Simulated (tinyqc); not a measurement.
# Surface potential of a MOS transistor: implicit equation and explicit approximations: effects of single changes

p-type body, charge-sheet picture, depletion and inversion only, full ionisation (an idealisation for deep acceptors), Boltzmann statistics (rough once Na exp(x - xn) passes about Nc/7). In units of Vt: xg = (Vg - Vfb)/Vt, x = psi/Vt, G = gamma/sqrt(Vt), xn = (2 phiF + Vc)/Vt. The implicit equation is (xg - x)^2 = G^2 [x - 1 + exp(x - xn)] for x above about 3. Cox = eps0 eox/tox.

Values chosen for this exercise; band and dielectric values close to those of 4H silicon carbide:
```
symbol    value   unit                                                                 meaning
T           300      K                                                             temperature
Eg         3.27     eV                                                                band gap
eps_r      9.51                                                          relative permittivity
Nc      1.67e19  cm^-3                                  conduction-band density of states at T
Nv      2.54e19  cm^-3                                     valence-band density of states at T
eox         3.9         relative permittivity of the gate insulator (close to silicon dioxide)
tox           2     nm                                                     insulator thickness
Na       1.5e17  cm^-3                                                        acceptor density
Vfb       -0.61      V                                                       flat-band voltage
Vc            1      V                                                    channel-body voltage
Vg         3.91      V                                                       gate-body voltage
```

Constants: q = 1.602176634e-19 C, kB = 1.380649e-23 J/K, Vt = kB T/q, eps0 = 8.8541878128e-14 F/cm where lengths are in cm. Results are converted to the units shown.

Each table varies one quantity; the others keep the values above.

## Accuracy of the approximations against gate voltage

ni = sqrt(Nc Nv) exp(-Eg/(2 Vt)), Eg in volts; phiF = Vt ln(Na/ni); gamma = sqrt(2 q eps0 eps_r Na)/Cox; VT = Vfb + Vt (xn + G sqrt(xn - 1)). Depletion value a = 1 + [sqrt(G^2/4 + xg - 1) - G/2]^2; inversion value b = xn + ln[(xg - xn)^2/G^2 - xn + 1] and first guess y = min(a, b) - ln(1 + exp(-|a - b|)) if a > xn + 1, else b = y = a; one second-order correction with D = exp(y - xn), p = 2 (xg - y) + G^2 (1 + D), w = (xg - y)^2 - G^2 (y - 1 + D): z = y + 2 w/(p + sqrt(p^2 - 2 (2 - G^2 D) w)), or the Newton step z = y + w/p where the root is not real. N_inv = (Cox Vt G/q) [sqrt(x - 1 + exp(x - xn)) - sqrt(x - 1)] at the root. Lambert form (Cox m Vt/q) W0[(G/(2 m sqrt(xn - 1))) exp((Vg - VT)/(m Vt))], m = 1 + G/(2 sqrt(xn - 1)). Errors under 1e-4 mV, and the linear form below VT, are printed as 0.

Accuracy of the approximations against gate voltage:
```
Vg (V),psi (V),x - xn,error of y (mV),error of z (mV),N_inv (cm^-2),Cox (Vg - VT)/q (cm^-2),Lambert form (cm^-2)
3.24,3.629,-14.96,0,0,2730,0,2567
3.44,3.823,-7.448,4.37e-4,0,4.851e6,0,4.720e6
3.64,4.016,0.03683,0.759,0,8.416e9,1.898e10,8.430e9
3.84,4.139,4.763,26.1,8.37,8.089e11,2.174e12,8.432e11
4.04,4.175,6.177,18.7,-5.76,2.559e12,4.330e12,2.668e12
4.24,4.196,6.965,14.1,-1.28,4.488e12,6.485e12,4.663e12
4.44,4.210,7.522,11.6,-0.598,6.484e12,8.640e12,6.714e12
4.64,4.221,7.956,9.92,-0.343,8.515e12,1.080e13,8.792e12
4.84,4.230,8.313,8.71,-0.220,1.057e13,1.295e13,1.089e13
```

What does the comparison show?

psi rises from 3.63 to 4.23 V and ends 8.3 Vt above 2 phiF + Vc. Among the rows the first guess is off by at most 26 mV (at Vg = 3.84 V) and the corrected value by at most 8.4 mV. In the last row the linear form is 23 % above N_inv and the Lambert form 3.0 % above it; in the first row the Lambert form is 6.0 % below it. For Vg = 3.84, 4.04, 4.24, 4.44, 4.64, 4.84 the electron quasi-Fermi level lies less than 2 Vt below the band edge at the surface, or above it, where degeneracy and confinement, left out, matter.

## Effect of the acceptor density at fixed gate voltage

Same model as above.

Vfb is held fixed.

Effect of the acceptor density at fixed gate voltage:
```
Na (cm^-3),psi (V),x - xn,error of y (mV),error of z (mV),N_inv (cm^-2),Cox (Vg - VT)/q (cm^-2),Lambert form (cm^-2)
5e15,4.089,9.661,23.8,7.86,4.178e12,6.884e12,4.636e12
1.1e16,4.107,8.774,23.0,7.38,3.761e12,6.225e12,4.114e12
2.4e16,4.124,7.874,22.4,6.97,3.247e12,5.466e12,3.502e12
5.2e16,4.140,6.935,22.1,6.78,2.595e12,4.560e12,2.760e12
1.1e17,4.152,5.903,23.1,7.19,1.781e12,3.466e12,1.869e12
2.5e17,4.152,4.270,23.5,6.76,6.696e11,1.903e12,6.917e11
5.5e17,4.070,-0.4751,0.844,0,9.600e9,0,9.594e9
1.2e18,3.874,-9.650,1.29e-4,0,1.507e6,0,1.444e6
```

What does the comparison show?

As Na goes from 5e15 to 1.2e18, psi goes from 4.09 through a maximum of 4.15 (at Na = 2.5e17 among the rows listed) to 3.87 V, x - xn falls from 9.66 to -9.65 and N_inv falls from 4.18e12 to 1.51e6 cm^-2. The Lambert form lies between 0.958 and 1.11 times N_inv. For Na = 5e15, 1.1e16, 2.4e16, 5.2e16, 1.1e17, 2.5e17 the electron quasi-Fermi level lies less than 2 Vt below the band edge at the surface, or above it, where degeneracy and confinement, left out, matter.

Computed by the program tinyqc: `OMP_NUM_THREADS=1 python tinyqc.py 2122184 2122185 out.jsonl`, one thread of a shared Intel Xeon 2.30GHz, about 0.01 s for the whole run.
